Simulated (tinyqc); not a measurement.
BHZ model on a square lattice (one spin block): sweeps and comparisons. A value that a table varies takes the place of the one given here.

h(k) = e0 + d.s with s the Pauli matrices in the basis (E, H), k in units of 1/a: dx = (A/a) sin kx, dy = (A/a) sin ky, dz = M - (2B/a^2)(2 - cos kx - cos ky), e0 = -(2D/a^2)(2 - cos kx - cos ky). The other spin block is h*(-k). For small k this is the continuum model with dz = M - B k^2.

Parameters, chosen for this exercise (of the size used for HgTe wells; not measured data):
```
symbol  value         unit           meaning
A       3.42          eV angstrom
B       -68.3         eV angstrom^2
D       -46.3         eV angstrom^2
a       50            angstrom       grid spacing
M       0.0257        eV             mass term
k       (0.33, 0.33)  1/a            wave vector
```

## Through the transition

M is varied. Direct gap at Gamma 2|M|; smallest direct gap on kx = 0 to 1 in steps of 0.01; nu = 1 for M/B > 0, else 0; middle gap of a ribbon of 40 rows at kx = 0 (block (A/a) sy/(2i) + (B/a^2) sz + D/a^2 between rows, hard walls).

Against M (meV):
```
M    2|M|  smallest direct gap  nu  ribbon gap
-40  80.0                80.00   1       0.000
-25  50.0                50.00   1       0.000
-15  30.0                30.00   1       0.030
-8   16.0                16.00   1       0.462
-3    6.0                 6.00   1       2.353
3     6.0                 6.00   0       9.594
8    16.0                16.00   0      18.346
15   30.0                30.00   0      31.633
30   60.0                60.00   0      61.068
```

With B < 0, negative M is inverted. There edge states cross the bulk gap: the ribbon gap is 0.000 against 50.0 meV at M = -25 meV, and 2.353 against 6.0 at -3 meV, while for positive M confinement raises it above 2|M| (31.63 against 30 meV at M = 15 meV). The smallest direct gap stays at Gamma on all rows.

## What each parameter does

Levels at k and dz there. Each row changes one parameter from the base and keeps the others.

Results:
```
case                      lower (meV)  upper (meV)  dz (meV)
base                          -40.510       48.504    31.596
A = 3.762 eV angstrom         -42.770       50.765    31.596
B = -75.13 eV angstrom^2      -40.930       48.925    32.186
D = -37.04 eV angstrom^2      -41.309       47.705    31.596
M = 0.0307 eV                 -44.188       52.183    36.596
a = 52 angstrom               -39.650       47.041    31.152
```

The largest shifts from the base row, up to three for each result and ties (the steps differ in size, so this ranks the rows, not the parameters). lower (meV): M -3.678, A -2.261, a +0.860. upper (meV): M +3.678, A +2.261, a -1.463. dz (meV): M +5.000, B +0.590, a -0.445; unchanged at the printed digits by A and D. D shifts both levels alike and leaves the states, so it cannot change the topology while the gap stays open.

Program tinyqc; command `OMP_NUM_THREADS=1 python tinyqc.py 1480267 1480268 out.jsonl`; about 0.08 s on one thread of a shared Intel(R) Xeon(R) Processor @ 2.30GHz.
